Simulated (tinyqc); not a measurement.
# Undoped gate-all-around wire MOSFET, analytic charge model: two studies

An undoped round wire of radius R under an insulator shell and a surrounding gate; long channel, electrons only, n = ni exp((psi - V)/Vt) with V the quasi-Fermi potential (0 at the source, Vd at the drain), constant mobility, no quantisation. The radial Poisson equation gives n(r) = n(0)/(1 - (1 - b) r^2/R^2)^2 with b = Q0/(Q + Q0). Q is the electron charge per area of the wire surface.

Inputs (values chosen for the exercise); material values close to those of silicon: temperature T = 293 K; band gap Eg = 1.1 eV; relative permittivity of the semiconductor eps_r = 11.8; conduction-band density of states at T Nc = 2.7e19 cm^-3; valence-band density of states at T Nv = 2.51e19 cm^-3; relative permittivity of the gate insulator eox = 24; insulator thickness tox = 14 nm; wire radius R = 4 nm; gate work function less that of the intrinsic body dphi = 0.15 V; channel mobility mu = 140 cm^2/(V s); gate length L = 0.2 um; drain voltage Vd = 0.3 V.

Constants: q = 1.602176634e-19 C, kB = 1.380649e-23 J/K, Vt = kB T/q, eps0 = 8.8541878128e-14 F/cm where lengths are in cm. Results are converted to the units shown.

Each table varies one quantity; the others keep the values above.

## Transfer curve and volume inversion

ni = sqrt(Nc Nv) exp(-Eg/(2 Vt)), Eg in volts; Cox = eps0 eox/(R ln(1 + tox/R)); Q0 = 4 eps0 eps_r Vt/R; V0 = dphi + Vt ln[8 eps0 eps_r Vt/(q ni R^2)]. Q solves Vg - V0 - V = Q/Cox + Vt ln(Q/Q0) + Vt ln(1 + Q/Q0). I = mu (2 pi R/L)[2 Vt (Qs - Qd) + (Qs^2 - Qd^2)/(2 Cox) + Vt Q0 ln((Qd + Q0)/(Qs + Q0))], with Qs at V = 0 and Qd at V = Vd. The drop is psi(surface) - psi(centre) at the source end; C = dQs/dVg, Cg = Cox, drop = 2 Vt ln(1 + Qs/Q0); gm = dI/dVg.

Result of one run:
```
Vg (V)  Qs (nC/cm^2)  drop (mV)      C/Cg    I (uA)  gm/I (1/V)
0.48          0.1368    0.02619  0.001531  6.085e-5       39.57
```

What becomes of these results when the gate voltage Vg is changed from 0.48 to 0.93 V, all else the same?

Result of the changed run:
```
Vg (V)  Qs (nC/cm^2)  drop (mV)    C/Cg  I (uA)  gm/I (1/V)
0.93           710.2      65.96  0.8216   1.716       6.949
```

The whole series:
```
Vg (V)  Qs (nC/cm^2)  drop (mV)      C/Cg    I (uA)  gm/I (1/V)
0.37        0.001758   3.365e-4  1.971e-5  7.810e-7       39.61
0.48          0.1368    0.02619  0.001531  6.085e-5       39.57
0.59           9.307      1.751   0.09167  0.004421       37.04
0.71           149.0      22.61    0.5511    0.1352       19.39
0.82           405.2      47.00    0.7389    0.6596       10.79
0.93           710.2      65.96    0.8216     1.716       6.949
1.04            1039      80.65    0.8663     3.194       4.559
1.16            1413      93.39    0.8958     5.027       3.151
1.27            1765      103.0    0.9137     6.808       2.421
```

The current rises from 7.81e-7 to 6.81 uA. In the first row gm/I is 39.6 1/V, within 0.01 % of 1/Vt: with no depletion charge the whole body follows the gate, and the swing is ideal. The drop between surface and centre goes from 3.4e-4 to 103 mV and passes Vt at Vg = 0.82 V among the rows; below that the density varies across the body by less than a factor of e (volume inversion). C reaches 0.91 of Cg in the last row. For Vg = 0.82 to 1.27 V the surface density at the source passes 0.3 Nc, where Boltzmann statistics fail. In every row the body is thin enough for quantum confinement, left out here, to raise the threshold.

## Effect of the insulator thickness

I = mu (2 pi R/L)[2 Vt (Qs - Qd) + (Qs^2 - Qd^2)/(2 Cox) + Vt Q0 ln((Qd + Q0)/(Qs + Q0))], with Qs at V = 0 and Qd at V = Vd.  I(low) is taken at Vg = 0.42 V, Qs and I(high) at Vg = 1.17 V.

The same in every row: V0 (V) = 0.6709.

Effect of the insulator thickness:
```
tox (nm)  I(low) (nA)  Qs(high) (nC/cm^2)  I(high) (uA)
4.7          0.005658                2605         9.113
6.7          0.005658                2111         7.459
9.7          0.005658                1728         6.160
14           0.005657                1445         5.186
20           0.005657                1234         4.458
29           0.005657                1065         3.867
42           0.005657               933.1         3.404
```

As tox goes from 4.7 to 42 nm, I(low) stays near 0.00566 nA and I(high) falls from 9.11 to 3.40 uA. On average I(low) is independent of tox and I(high) goes as tox^(-0.45). Below threshold no voltage drops over the insulator in this long-channel model, so its thickness does not matter there. In every row the surface density at the source at the higher gate voltage passes 0.3 Nc, where Boltzmann statistics fail. In every row the body is thin enough for quantum confinement, left out here, to raise the threshold.

Program tinyqc, `OMP_NUM_THREADS=1 python tinyqc.py 2460019 2460020 out.jsonl`; Intel Xeon 2.30GHz, shared host, one thread, about 0.02 s.
